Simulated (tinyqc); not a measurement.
Spin coating of a resist or spin-on film: centrifugal thinning, evaporation and the final thickness (Emslie and Meyerhofer models): one step, computed by the program tinyqc. Command: `OMP_NUM_THREADS=1 python tinyqc.py 3111454 3111455 out.jsonl spincoat walk`. One thread of a shared host (Intel(R) Xeon(R) Processor @ 2.30GHz), about 0.09 s of CPU time with the checks.

A Newtonian film stays uniform over the wafer; solvent and solids have the same density and the concentration is uniform through the thickness.

Question. First explicit step of the full model. omega = 2 pi f/60; nu(c) = nu_s + k c^gamma; evaporation rate e = e0 sqrt(f/1000 rpm). Solids s and liquid l per area start at s = c0 h0, l = (1 - c0) h0. With h = h0 and c = c0: Q = K h^3, K = 2 omega^2/(3 nu); one Euler step of length dt = 0.01 h0/Q for s and l, ds/dt = -c Q, dl/dt = -(1 - c) Q - e.

Inputs (values chosen for the exercise, of the order of those of a polymer resist in an ester solvent): solids volume fraction c0 = 0.34; starting thickness h0 = 600 micrometre.

flow constant K = 0.01539962 1/(micrometre^2 s)

evaporation rate e = 0.6931811 micrometre/s

Give: Q; dt; s; l; Q/e at the start.

Answer.

Q = 3.326e+06 micrometre/s

dt = 1.804e-06 s

s = 201.96 micrometre

l = 392.0 micrometre

Q/e at the start = 4.799e+06

Caution: above a Reynolds number of about 3e5 the air flow near the rim turns turbulent, and evaporation is no longer uniform.
